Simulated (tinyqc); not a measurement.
Bulk transistor, scale length and short-channel effects: one step of the calculation.

A gate, an insulator of thickness ti and a depleted layer of depth ts on a conducting body. Below threshold the potential that source and drain add obeys Laplace's equation and vanishes on the gate and at the bottom of the depleted layer. Its lowest mode decays along the channel as exp(-k y); k is the smallest positive root of the matching condition at the interface, and the scale length is Lambda = pi/k.

Question. Threshold shift, barrier position and swing. Along the channel psi(y) = s + a exp(y/l) + b exp(-y/l) with psi(0) = Vbi, psi(L) = Vbi + Vds and l = 1/k = Lambda/pi; with A = Vbi - s, B = A + Vds, x = exp(-L/l): a = (B - A x) x/(1 - x^2), b = (A - B x)/(1 - x^2). The minimum is s + 2 sqrt(a b), at y = (l/2) ln(b/a). The long-channel potential follows the gate as s = sT + (Vg - VTL)/m, and the threshold VT is the gate voltage at which the minimum equals sT. Swing = m Vt ln 10/g at threshold, g = d(minimum)/ds = 1 - (b x + a)/((1 + x) sqrt(a b)).

Values chosen for this exercise; permittivities: semiconductor made up, insulator close to that of hafnium oxide:
```
symbol,value,unit,meaning
T,300,K,temperature
L,40,nm,channel length
Vbi,0.88,V,potential of the source
sT,0.74,V,potential of the barrier top at threshold
VTL,0.39,V,long-channel threshold
m,1.23,,long-channel body factor
Vds,1,V,drain voltage
```

Constants: q = 1.602176634e-19 C, kB = 1.380649e-23 J/K, Vt = kB T/q. Results are converted to the units shown.

l = 6.1346217 nm

Give: s at threshold; a; b; position of the minimum; VT; swing.

Answer.

s at threshold = 0.7054 V
a = 0.001730 V
b = 0.1729 V
position of the minimum = 14.12 nm
VT = 0.3475 V
swing = 82.69 mV/decade

The threshold lies 42.5 mV below the long-channel value, and the barrier top sits at 0.35 L from the source.

Computed by the program tinyqc: `OMP_NUM_THREADS=1 python tinyqc.py 2420015 2420016 out.jsonl`, one thread of a shared Intel Xeon 2.30GHz, about 0.01 s for the whole run.
